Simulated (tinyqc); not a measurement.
## Doping from resistivity

Problem. A uniform, uncompensated and fully ionised sample has rho = 1/(q N mu), mu = m1 + (m2 (T/300 K)^(-bt) - m1)/(1 + (N/Nr)^am). Find N, mu and the diffusion coefficient mu Vt.

Values chosen for this exercise:
```
symbol    value        unit                                 meaning
T           250           K                             temperature
m1         2.96  cm^2/(V s)           mobility limit at high doping
m2          166  cm^2/(V s)  mobility limit at low doping, at 300 K
Nr      2.89e17       cm^-3    reference doping of the mobility law
am        0.595                        exponent of the mobility law
bt          2.1                          temperature exponent of m2
```

Constants: q = 1.602176634e-19 C, kB = 1.380649e-23 J/K, Vt = kB T/q. Results are converted to the units shown.

resistivity = 0.029214705 ohm cm

Solution. With am below 1 the product N mu rises steadily with N, so one doping matches; it is found by iterating N = 1/(q rho mu(N)).

N = 5.60e18 cm^-3
mu = 38.2 cm^2/(V s)
diffusion coefficient = 0.822 cm^2/s

Numbers from tinyqc (`OMP_NUM_THREADS=1 python tinyqc.py 2110068 2110069 out.jsonl`; about 0.01 s on one thread of a shared Intel Xeon 2.30GHz).
